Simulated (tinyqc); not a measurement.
Mesh: mean-field antiferromagnet of the Hubbard model on the simple cubic lattice.

e(k) = -2 t (cx + cy + cz) - 4 t2 (cx cy + cy cz + cz cx), ci = cos ki; one electron a site; Q = (pi, pi, pi). <n_up - n_dn> = m cos(Q.R) gives Delta = U m/2 and bands E = e+ -/+ sqrt(e-^2 + Delta^2), e+- = (e(k) +- e(k + Q))/2 (the constant U/2 is dropped). Means run over the mesh k_i = 2 pi (j + 1/2)/N of the whole zone: mu from mean(f(E-) + f(E+)) = 1; m(out) = mean of Delta (f(E-) - f(E+))/sqrt(e-^2 + Delta^2); free energy per site F = -kT mean[ln(1 + exp(-(E- - mu)/kT)) + ln(1 + exp(-(E+ - mu)/kT))] + mu + U m^2/4.

Constants: kB = 8.617333262e-05 eV/K.

Parameters, chosen for this exercise:

| symbol | value | unit | meaning |
|---|---|---|---|
| t | 1.06 | eV | nearest hopping |
| t2 | 0 | eV | second hopping |
| U | 8.66 | eV | on-site repulsion |
| T | 300 | K |  |

Start m = 0.9, at most 400 steps.

Results:

| N | m | Delta (eV) |
|---|---|---|
| 4 | 0.8538 | 3.6969 |
| 6 | 0.8570 | 3.7106 |
| 8 | 0.8569 | 3.7103 |
| 12 | 0.8569 | 3.7103 |
| 16 | 0.8569 | 3.7103 |

m spans 0.8538 to 0.8570; it stays within 0.002 of the last value from N = 6 on. The level spacing across the Fermi surface, about 4 pi t/N, should fall below the larger of Delta = 3.710 eV and kT, a rough rule that asks for N above about 3.6.

(tinyqc, `OMP_NUM_THREADS=1 python tinyqc.py 1650359 1650360 out.jsonl`, Intel(R) Xeon(R) Processor @ 2.30GHz, 1 thread, shared host, about 0.09 s.)
